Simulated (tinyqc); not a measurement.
Worked calculation: interband optics of a two-band s-p chain from momentum matrix elements. Values are carried at full precision from step to step, so a last printed digit may differ when a step is redone from the rounded ones.

H(k) = [[Es - 2 ts cos ka, 2i V sin ka], [-2i V sin ka, Ep_ + 2 tp cos ka]] in the basis s, p; the lower band is full, with two electrons a cell. The velocity operator times hbar is W = dH/dk (eV angstrom); intra-atomic dipoles are left out.

Constants: hbar^2/2m0 = 3.80998211 eV angstrom^2; e^2/(4 pi eps0) = 14.39964547 eV angstrom.

Inputs chosen for the exercise:

| symbol | value | unit | meaning |
|---|---|---|---|
| a | 2.53 | angstrom | period |
| Es | 1.58 | eV | upper orbital (s) |
| Ep_ | -2.07 | eV | lower orbital (p) |
| ts | 0.28 | eV | s-s hopping |
| tp | 0.41 | eV | p-p hopping |
| V | 1.42 | eV | s-p hopping |
| k | 0.16 | 2 pi/a | wave vector |
| N | 6 |  | k points |
| Ar | 7 | angstrom^2 | cross-section per chain |
| eta | 0.1 | eV | Lorentzian half width |
| E | 4.94 | eV | photon energy |

## Hamiltonian and velocity at one k

Form H and W = dH/dk.

H (eV):
```
          s        p
s    1.2799  2.3979i
p  -2.3979i  -1.6306
```

W (eV angstrom):
```
          s        p
s    1.1962  3.8500i
p  -3.8500i  -1.7516
```

## Matrix element between the bands

Diagonalise H, transform W, and form w = |W_cv|^2, the Kane-type energy w/c and the oscillator strength f = w/(c D), c = hbar^2/2m0, D = Ec - Ev.

Ev, Ec (eV): -2.9803  2.6296

weights:
```
        v       c
s  0.2406  0.7594
p  0.7594  0.2406
```

slopes dEv/dk, dEc/dk (eV angstrom): -4.334  3.778

w = 0.544 eV^2 angstrom^2
w/c = 0.143 eV
f = 0.025

## Transitions on the mesh

At each k_j = (j + 1/2)/N (2 pi/a) up to the zone edge give D = Ec - Ev, w = |<c|W|v>|^2 and f = w/(c D), c = hbar^2/2m0; the other half of the zone repeats the values.

Transitions:

| k (2 pi/a) | D (eV) | w (eV^2 angstrom^2) | f |
|---|---|---|---|
| 0.0833 | 3.7539 | 11.621 | 0.812 |
| 0.2500 | 6.7517 | 2.157 | 0.084 |
| 0.4167 | 5.6161 | 33.753 | 1.577 |

D runs from 3.754 to 6.752 eV on the mesh; f is largest at k = 0.4167.

## Dielectric function from the table

With w(k) = |<c|W|v>|^2 and D(k) = Ec - Ev, on the mesh k_j = (j + 1/2)/N (2 pi/a): eps(E) = 1 + (8 pi e2/(a Ar)) mean_j (w/D^2) [1/(D - E - i eta) + 1/(D + E + i eta)], e2 = e^2/(4 pi eps0); light polarised along the chains, no local fields.

Take the mean over the rows. Also eps(0) at eta = 0, and the effective electrons per cell n_eff = 2 mean(f).

eps(E) = 8.389+1.953i
eps(0) = 6.684
n_eff = 1.649

On a mesh of 2000 points the values are 18.967+14.551i, 17.507 and 2.332. n_eff need not equal the 2 electrons of the cell: a two-orbital basis with chosen hoppings does not obey the sum rule of free electrons. E lies within, or within 2 eta of, the range of transitions of the band (2.27 to 6.81 eV); their spacing on this mesh (up to 3.00 eV) exceeds eta, so eps(E) depends on where the few mesh points fall.

## Checks

- Curvature of the lower band against <v|d2H/dk2|v> - 2 w/D (eV angstrom^2): both 11.25.
- Zone mean of 2 w/D against the zone mean of <v|d2H/dk2|v>, the f-sum rule of a full band (eV angstrom^2): both 8.8833.

Run: tinyqc, `OMP_NUM_THREADS=1 python tinyqc.py 1681558 1681559 out.jsonl`; Intel(R) Xeon(R) Processor @ 2.30GHz, one thread, shared host; about 0.01 s of CPU time with all checks.
